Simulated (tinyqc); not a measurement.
Inside a calculation. Model: resistance of a source-drain extension with a graded tip.

tinyqc, about 0.03 s, one thread, Intel Xeon 2.30GHz (shared host): `OMP_NUM_THREADS=1 python tinyqc.py 2282168 2282169 out.jsonl` Printed values are rounded.

y runs along the channel, the gate covers y > 0. The doping is N0 for y < y0 and N0 10^(-(y - y0)/la) beyond, uniform over the depth xj. Sheet conductance s(y) = q mu(N) max(N - Nch, 0) xj + (for y > 0) ma Cox Vo, with mu(N) = u0 + (u1 - u0)/(1 + (N/Nr)^au) and Cox = eps0 eox/tox. Current is taken as one-dimensional; depletion of the tip, spreading and the contact are left out. The metallurgical junction lies at yj, where N = Nch.

Parameters, values chosen for the exercise; mobility law close to that of holes in silicon: relative permittivity of the gate insulator (close to hafnium oxide) eox = 22.3; insulator thickness tox = 4.5 nm; active doping of the extension far from the gate N0 = 9.9e19 cm^-3; lateral abruptness la = 2.8 nm/decade; position under the gate where the fall begins (gate edge at 0) y0 = 3.4 nm; depth of the extension xj = 10 nm; channel doping Nch = 2.3e18 cm^-3; gate overdrive Vo = 0.75 V; mobility of the gate-induced layer ma = 72 cm^2/(V s); mobility at low doping u1 = 470.5 cm^2/(V s); mobility at high doping u0 = 44.9 cm^2/(V s); reference doping Nr = 2.23e17 cm^-3; exponent au = 0.719; gate length Lg = 40 nm.

Constants: q = 1.602176634e-19 C, eps0 = 8.8541878128e-14 F/cm where lengths are in cm. Results are converted to the units shown.

## Sheet resistances and junction position

yj = y0 + la log10(N0/Nch); sheet resistance of the full extension 1/[q mu(N0)(N0 - Nch) xj] and of the gate-induced layer 1/(ma Cox Vo); metallurgical length Lg - 2 yj; ye is where the doped and the gate-induced conductances are equal.

yj = 7.974941 nm
sheet resistance of the extension = 1287.034 ohm/square
sheet resistance of the induced layer = 4220.512 ohm/square
metallurgical length = 24.05012 nm
ye = 4.938932 nm
N at ye = 2.792651e19 cm^-3

The gate takes over 3.04 nm before the junction, where N is still 12.1 times the channel doping.

## Resistance of the overlapped part

Midpoint rule on 8 equal steps from 0 to yj: R_ov = sum h/s(y), per width.

y, point 0 to 7 (nm): [0.4984338, 1.495301, 2.492169, 3.489037, 4.485904, 5.482772, 6.479639, 7.476507]
N, point 0 to 7 (cm^-3): [9.9e19, 9.9e19, 9.9e19, 9.201030e19, 4.053333e19, 1.785616e19, 7.866183e18, 3.465293e18]
doped conductance, point 0 to 7 (uS): [776.9803, 776.9803, 776.9803, 724.8445, 335.4897, 155.4398, 67.22923, 18.08660]
sheet resistance, point 0 to 7 (ohm/square): [986.2727, 986.2727, 986.2727, 1039.736, 1746.945, 2548.564, 3287.664, 3921.189]
R_ov = 15.454 ohm um

The exact integral is 15.506 ohm um; the coarse sum is 0.33 % below it.
